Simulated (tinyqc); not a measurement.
Molecular dynamics of a small cluster by velocity Verlet steps: one step, computed by the program tinyqc.

E = sum_(i<j) phi(r_ij), phi(r) = eps [exp(-2 alpha (r - r0)) - 2 exp(-alpha (r - r0))]; the force on i is -sum_j phi'(r_ij) (R_i - R_j)/r_ij.

Task: Step 1. Velocity Verlet: a = c F/M with c = 9.648533212e-3 angstrom/fs^2 per eV/(angstrom u); R(new) = R + v dt + a dt^2/2; v(new) = v + (a + a(new)) dt/2. Kinetic energy K = M v^2/(2c); temperature T = 2K/((3N - 3) k_B), rotation of the cluster included.

Inputs (values chosen for the exercise, for model atoms): length r0 = 2.86 angstrom; well depth eps = 0.47 eV; stiffness alpha = 1.41 1/angstrom; atomic mass M = 138 u; time step dt = 11 fs.

Potential: Morse. Thermostat: none.

starting positions (angstrom), rows atom 1, atom 2, atom 3, atom 4, atom 5, columns x, y, z:
```
[[0.04, 0.02, -0.02],
 [2.78, -0.02, -0.12],
 [1.43, 2.44, -0.02],
 [1.46, 0.8, 2.29],
 [1.47, 0.85, -2.31]]
```

starting velocities (angstrom/fs), rows atom 1, atom 2, atom 3, atom 4, atom 5, columns x, y, z:
```
[[-0.00069, 0.00017, -4e-05],
 [-0.00039, -0.00101, -0.00092],
 [0.00037, 0.00097, -0.00049],
 [-9e-05, -0.00043, 0.00112],
 [0.00081, 0.0003, 0.00033]]
```

Constants: 1 eV/(angstrom u) = 9.648533212e-03 angstrom/fs^2; k_B = 8.617333262e-05 eV/K.

Give: positions after step 1; new forces; velocities after step 1; total energy.

Result:

positions after step 1 (angstrom), rows atom 1, atom 2, atom 3, atom 4, atom 5, columns x, y, z:
```
[[0.0306, 0.0212, -0.0204],
 [2.7780, -0.0321, -0.1286],
 [1.4342, 2.4521, -0.0250],
 [1.4592, 0.7952, 2.3023],
 [1.4782, 0.8536, -2.3082]]
```

new forces (eV/angstrom), rows atom 1, atom 2, atom 3, atom 4, atom 5, columns x, y, z:
```
[[-0.36775, -0.12053, 0.01357],
 [0.49432, -0.20388, 0.40342],
 [0.02064, 0.24914, 0.12706],
 [0.04724, -0.00185, -0.09681],
 [-0.19445, 0.07713, -0.44724]]
```

velocities after step 1 (angstrom/fs), rows atom 1, atom 2, atom 3, atom 4, atom 5, columns x, y, z:
```
[[-0.0009979, 0.0000589, -0.0000331],
 [0.0000076, -0.0011790, -0.0006302],
 [0.0003854, 0.0011985, -0.0004069],
 [-0.0000540, -0.0004353, 0.0010795],
 [0.0006688, 0.0003569, -0.0000092]]
```

total energy = -4.1999 eV
